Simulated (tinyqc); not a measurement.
## Schottky barrier on an n-type semiconductor with a surface-enhanced doping, non-linear Poisson equation by Newton steps: Capacitance-voltage profiling

One dimension, metal at x = 0, donor density C(x) = Nd + N0 exp(-x/Ls). Energies are counted from the electron Fermi level of the semiconductor and the conduction-band edge is Ec = -psi, so n = Nc exp(psi/Vt); holes follow the Fermi level of the metal, at -V, so p = Nv exp((V - psi - Eg)/Vt). Ends: psi(0) = V - phiB and psi = Vt ln(Nd/Nc) deep inside. Boltzmann statistics, full ionisation, no current, no image force in the Poisson equation.

The Poisson equation d/dx(eps0 eps_r dpsi/dx) = -q (p - n + C) is solved on a mesh of about 1000 nodes or more that ends in neutral material. C_s = q d/dV of the integral of n over x, from the linearised equation. Probed depth w = eps0 eps_r/C_s; apparent doping N_app = C_s^3/(q eps0 eps_r dC_s/dV), the derivative by central differences over +/- 0.02 V.

Inputs (values chosen for the exercise); band and dielectric values those of a made-up semiconductor:
```
symbol    value   unit                                  meaning
T           300      K                              temperature
Eg         1.88     eV                                 band gap
eps_r      8.05                           relative permittivity
Nc      9.35e17  cm^-3   conduction-band density of states at T
Nv      1.35e19  cm^-3      valence-band density of states at T
Nd       1.6e17  cm^-3  donor density deep in the semiconductor
phiB       1.32     eV                           barrier height
N0       1.5e18  cm^-3       extra donor density at the surface
Ls           31     nm                             decay length
```

Constants: q = 1.602176634e-19 C, kB = 1.380649e-23 J/K, Vt = kB T/q, eps0 = 8.8541878128e-14 F/cm where lengths are in cm. Results are converted to the units shown.

Results:

| V (V) | C_s (nF/cm^2) | w (nm) | N_app (cm^-3) | true C(w) (cm^-3) | \|E_0\| (kV/cm) |
|---|---|---|---|---|---|
| 0 | 195 | 36.5 | 6.25e17 | 6.22e17 | 848 |
| -0.8 | 137 | 51.9 | 4.44e17 | 4.41e17 | 1.03e3 |
| -2.4 | 85.3 | 83.5 | 2.64e17 | 2.61e17 | 1.27e3 |
| -3.2 | 71.5 | 99.7 | 2.23e17 | 2.20e17 | 1.36e3 |
| -4 | 61.7 | 116 | 1.98e17 | 1.96e17 | 1.43e3 |
| -4.8 | 54.5 | 131 | 1.83e17 | 1.82e17 | 1.50e3 |
| -5.6 | 49.1 | 145 | 1.75e17 | 1.74e17 | 1.56e3 |
| -6.4 | 44.9 | 159 | 1.70e17 | 1.69e17 | 1.61e3 |
| -7.2 | 41.5 | 172 | 1.66e17 | 1.66e17 | 1.66e3 |
| -8 | 38.8 | 184 | 1.64e17 | 1.64e17 | 1.70e3 |

Estimate the missing row, V = -1.6 V.

Computed row:

| V (V) | C_s (nF/cm^2) | w (nm) | N_app (cm^-3) | true C(w) (cm^-3) | \|E_0\| (kV/cm) |
|---|---|---|---|---|---|
| -1.6 | 106 | 67.5 | 3.33e17 | 3.30e17 | 1.17e3 |

With this row back in the table: C_s falls from 195 to 38.8 nF/cm^2 while the probed depth goes from 36.5 to 184 nm. The apparent doping falls from 6.25e17 to 1.64e17 cm^-3. It departs most from the true doping at that depth for V = -2.4 V, where it is 1.1 % above it; so the doping is read well over the depths probed. For V = -3.2, -4, -4.8, -5.6, -6.4, -7.2, -8 the field at the metal is high enough for tunnelling or breakdown, which would limit the profiling. For V = 0, -0.8, -1.6, -2.4, -3.2, -4 the doping at the probed depth exceeds a fifth of Nc, where Boltzmann statistics begin to fail.

Numbers from tinyqc (`OMP_NUM_THREADS=1 python tinyqc.py 2020065 2020066 out.jsonl`; about 0.1 s on one thread of a shared Intel Xeon 2.30GHz).
